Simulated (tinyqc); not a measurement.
## Charge centroid from charge and shift

Inverse problem. A sheet of N electrons in the storage layer of a charge-trap cell shifts the threshold by U = (q/eps0) N (tb/eb + xc tn/en). Find xc and the distance xc tn from the blocking layer.

Values chosen for this exercise:
- tn = 7 nm (storage layer)
- en = 7.3 (its relative permittivity)
- tb = 10.7 nm (blocking layer)
- eb = 9 (its relative permittivity)

Constants: q = 1.602176634e-19 C, eps0 = 8.8541878128e-14 F/cm where lengths are in cm. Results are converted to the units shown.

N = 5.6e12 cm^-2
U = 1.5739732 V

Answer. U eps0/(q N) is the electrical distance from the gate; subtract that of the blocking layer.

xc = 0.380
distance = 2.66 nm

Program tinyqc, `OMP_NUM_THREADS=1 python tinyqc.py 2130125 2130126 out.jsonl`; Intel Xeon 2.30GHz, shared host, one thread, about 0.02 s.
